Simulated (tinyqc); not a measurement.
Type-II superlattice in the two-band Kane model: one step. Electron mass along the axis. Three cases, with inputs chosen for the exercise.

Task: m_z = -2 c f'/d^2 with f = tr/2 differentiated at the bottom of C1 (central difference of 1e-6 eV); compare the bulk edge mass (EcA - EvA)/EpA.

Motion along the axis, period d = a + b, c = hbar^2/2m0. Conduction and light-hole bands couple: (E - Ec)(E - Ev) = Ep c k^2 in each layer, with mass m(E) = (E - Ev)/Ep, which may be negative. The conduction envelope psi and psi'/m(E) are continuous; a layer carries them by [[cos kt, (m/k) sin kt], [-(k/m) sin kt, cos kt]] (cosh and sinh for k^2 < 0), and cos(q d) = tr(M_B M_A)/2. C1 is the first miniband above EvB, with its bottom at tr/2 = +1 and its top at -1; the gap is the bottom of C1 less the top heavy-hole level HH1.

Constants: hbar^2/2m0 = 3.80998211 eV angstrom^2.

Case 1.

Values chosen (near those of an InAs/GaSb superlattice; the results hold for these values, not for the real material): a = 31 angstrom (layer A); b = 33 angstrom (layer B); EcA = 0 eV (conduction edge of A); EvA = -0.418 eV (valence edge of A); EcB = 0.946 eV (conduction edge of B); EvB = 0.127 eV (valence edge of B); EpA = 14.3 eV (coupling energy in A); EpB = 18.1 eV (coupling energy in B).

bottom of C1 = 0.335000 eV

Case 2.

Values chosen (near those of an InAs/GaSb superlattice; the results hold for these values, not for the real material): a = 31 angstrom (layer A); b = 26 angstrom (layer B); EcA = 0 eV (conduction edge of A); EvA = -0.421 eV (valence edge of A); EcB = 0.961 eV (conduction edge of B); EvB = 0.159 eV (valence edge of B); EpA = 14.2 eV (coupling energy in A); EpB = 17.9 eV (coupling energy in B).

bottom of C1 = 0.315339 eV

Case 3.

Values chosen (near those of an InAs/GaSb superlattice; the results hold for these values, not for the real material): a = 47 angstrom (layer A); b = 44 angstrom (layer B); EcA = 0 eV (conduction edge of A); EvA = -0.422 eV (valence edge of A); EcB = 0.933 eV (conduction edge of B); EvB = 0.111 eV (valence edge of B); EpA = 14.4 eV (coupling energy in A); EpB = 18.2 eV (coupling energy in B).

bottom of C1 = 0.233435 eV

Give: f'; m_z; bulk edge mass of A.

Result:

Case 1.

f' = -22.08 1/eV
m_z = 0.0411 m0
bulk edge mass of A = 0.0292 m0

Case 2.

f' = -15.80 1/eV
m_z = 0.0371 m0
bulk edge mass of A = 0.0296 m0

Case 3.

f' = -50.66 1/eV
m_z = 0.0466 m0
bulk edge mass of A = 0.0293 m0

Computed by tinyqc, one run a case: `OMP_NUM_THREADS=1 python tinyqc.py N N+1 out.jsonl` with N = 1280933, 1281045, 1281136; one thread of a shared Intel(R) Xeon(R) Processor @ 2.30GHz, about 0.06 s a run at most.
